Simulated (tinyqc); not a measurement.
What a measurement delay does to the time exponent: bias-temperature instability from a Gaussian distribution of capture and emission barriers. Computed by tinyqc, a small Python program. Command: `OMP_NUM_THREADS=1 python tinyqc.py 3027866 3027867 out.jsonl bti walk`. One thread of a shared host (Intel(R) Xeon(R) Processor @ 2.30GHz), about 0.01 s of CPU time with the checks.

Each trap has a capture time tau_0 exp(E_c/(k_B T)) under stress and an emission time tau_0 exp(E_e/(k_B T)) after it. E_c is Gaussian, and E_e = E_c + d with d Gaussian and independent. A trap counts as filled once t_s exceeds its capture time and as emptied once t_r exceeds its emission time.

Inputs (values chosen for the exercise, for a model p-channel transistor):
```
quantity                                      value        unit
shift with all traps filled V_max               270          mV
mean capture barrier at zero field mu_c        1.72          eV
spread of capture barriers sigma_c             0.29          eV
lowering of mu_c per field k_F                0.051  eV/(MV/cm)
oxide field F                                     5       MV/cm
mean of E_e - E_c at the stress field, delta  -0.11          eV
spread of E_e - E_c, sigma_d                   0.25          eV
time constant tau_0                           5e-09           s
temperature T                                   175           C
stress time t_s                                 100           s
```

Constants: k_B = 8.617333262e-05 eV/K.

Method:
- Demarcation energies E_s = k_B T ln(t_s/tau_0), E_r = k_B T ln(t_r/tau_0); mean barrier mu = mu_c - k_F F; z = (E_s - mu)/sigma_c; Phi is the standard normal distribution.
- Temperatures in kelvin are T(C) + 273.15.
- Shift without recovery dV0 = V_max Phi(z); local time exponent n = d ln dV0/d ln t_s = (k_B T/sigma_c) exp(-z^2/2)/(sqrt(2 pi) Phi(z)); apparent activation energy n E_s.
- Remaining shift dV = V_max int_(-infinity)^(E_s) g(E_c) [1 - Phi((E_r - E_c - delta)/sigma_d)] dE_c, g the Gaussian density of E_c (Gauss-Legendre, 120 points over 7 sigma_c below E_s).
- Columns: no delay, and delays of 1 us, 1 ms and 1 s.

mean barrier mu = 1.465 eV

Shift (mV):
```
t_s (s)   no delay    1 us    1 ms     1 s
1.00e+00     1.647   1.472   0.985   0.364
1.00e+01     3.756   3.518   2.661   1.219
1.00e+02     7.876   7.586   6.285   3.462
1.00e+03    15.205  14.879  13.146   8.432
1.00e+04    27.080  26.734  24.661  17.838
1.00e+05    44.609  44.254  41.962  33.227
1.00e+06    68.178  67.820  65.414  55.269
1.00e+07    97.047  96.688  94.233  83.244
```

Between 10 and 1000 s the apparent exponent is 0.304 without delay, 0.313 at 1 us, 0.347 at 1 ms and 0.420 at 1 s: a slow measurement loses more of a short stress than of a long one, which steepens the curve. Without delay the exponent falls from 0.358 to 0.153 over the table, so the growth is not a true power law. Caution: step-function filling and one Gaussian population are simplifications; real devices show several populations.
